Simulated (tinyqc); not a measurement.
Surface photovoltage measurement of the minority-carrier diffusion length in a wafer. From photovoltage V back to photon flux entering. Computed by tinyqc, a small Python program. Command: `OMP_NUM_THREADS=1 python tinyqc.py 3130488 3130489 out.jsonl spv inv`. One thread of a shared host (Intel(R) Xeon(R) Processor @ 2.30GHz), about 0.02 s of CPU time with the checks.

Low injection, steady light, a depletion layer much thinner than 1/alpha and L. The excess density dn is taken at the front edge of the neutral region; light that reaches the back is lost.

Inputs (values chosen for the exercise, modelled on p-type silicon at room temperature):

| quantity | value | unit |
|---|---|---|
| diffusion length L | 200 | micrometre |
| wafer thickness W | 625 | micrometre |
| diffusivity D | 33.1 | cm^2/s |
| front recombination velocity S_f | 83000 | cm/s |
| back recombination velocity S_b | 21000 | cm/s |
| minority density at the surface barrier scale n_0 | 4.4e+09 | 1/cm^3 |
| temperature T | 298 | K |
| wavelength | 894 | nm |

Constants: k_B = 8.617333262e-05 eV/K.

Method:
- alpha = (84.732/lambda - 76.417)^2 per cm with lambda in micrometre (an empirical fit for silicon between 0.7 and 1.05 micrometre).
- Thick wafer: dn = Phi L/((S_f + D/L)(L + 1/alpha)). Finite wafer, with s = S_b L/D, w = W/L, a = alpha L: dn = [Phi a/(a^2 - 1)] [a - B - exp(-alpha W)(a - s)/(cosh w + s sinh w)]/(S_f + B D/L), B = (sinh w + s cosh w)/(cosh w + s sinh w).
- Photovoltage V = (k_B T/e) ln(1 + dn/n_0). Lifetime = L^2/D.

Task: A run gave the result below. Find the photon flux entering, known to lie between 1.3e+13 and 4.5e+13 1/(cm^2 s).

photovoltage V = 1.46292 mV

Result:

Each step takes the trial c = (a f_b - b f_a)/(f_b - f_a), f being the result less the target and a, b, c the logarithms of the listed values; c replaces end b, the old b replaces a if the sign of f changed, and otherwise f_a is halved.

Scan of the range:

| photon flux entering (1/(cm^2 s)) | photovoltage V (mV) |
|---|---|
| 1.30e+13 | 0.76838 |
| 1.60e+13 | 0.94249 |
| 1.97e+13 | 1.15560 |
| 2.42e+13 | 1.41243 |
| 2.97e+13 | 1.72288 |
| 3.66e+13 | 2.10713 |
| 4.50e+13 | 2.56727 |

False position (Illinois rule, in the logarithm of the input) inside the bracket:

| step | end a | end b | trial | photovoltage V (mV) |
|---|---|---|---|---|
| 1 | 2.42000e+13 | 2.97000e+13 | 2.50196e+13 | 1.45893 |
| 2 | 2.97000e+13 | 2.50196e+13 | 2.50845e+13 | 1.46261 |
| 3 | 2.97000e+13 | 2.50845e+13 | 2.50946e+13 | 1.46318 |
| 4 | 2.50845e+13 | 2.50946e+13 | 2.50900e+13 | 1.46292 |
| 5 | 2.50946e+13 | 2.50900e+13 | 2.50900e+13 | 1.46292 |

Photovoltage V rises at every point of a 13-point scan of the range (every second point is shown), so one value fits; it is bracketed by 2.42e13 and 2.97e13. Answer: photon flux entering = 2.509e13 1/(cm^2 s).
